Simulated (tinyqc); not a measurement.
Decay of LO phonons and the hot-phonon bottleneck in the cooling of electrons: one step, computed by the program tinyqc.

n(E, T) = 1/(exp(E/(k_B T)) - 1) is the Bose occupation. Electrons have a temperature T_e; the LO modes within their reach share one occupation N; the decay products stay at the lattice temperature.

Task: Spontaneous emission time. Froehlich coupling alpha = (e^2/(4 pi eps_0)) (1/eps_inf - 1/eps_s) k_0/(2 hbar omega), k_0 = sqrt(m* hbar omega/(hbar^2/(2 m_0))); emission time tau_sp = hbar/(2 alpha hbar omega); bottleneck ratio r = (n/N_m) tau/tau_sp.

Inputs (values chosen for the exercise, modelled on gallium oxide):

| quantity | value | unit |
|---|---|---|
| LO energy hbar omega | 44.5 | meV |
| lattice temperature T | 77 | K |
| electron mass m* | 0.269 | m_0 |
| eps_inf | 3.51 | - |
| static dielectric constant eps_s | 10 | - |
| electron density n | 8.1e+17 | 1/cm^3 |
| density of LO modes that the electrons reach, N_m | 3.7e+19 | 1/cm^3 |

Decay channel: two unequal phonons (Ridley).

phonon lifetime tau = 1.509749 ps

Constants: e^2/(4 pi eps_0) = 14.39964548 eV angstrom; hbar^2/(2 m_0) = 3.80998212 eV angstrom^2; hbar = 6.582119569e-16 eV s.

Give: alpha; emission time tau_sp; bottleneck ratio r.

Result:

alpha = 1.677

emission time tau_sp = 4.410 fs

bottleneck ratio r = 7.494

r compares the rate at which electrons exchange quanta with a mode to its decay rate. Exchange outruns decay, so a hot population builds up if the power is high enough. Caution: alpha is above 1/2, so hbar/tau_sp exceeds hbar omega and the emission time, a weak-coupling result, is only rough.
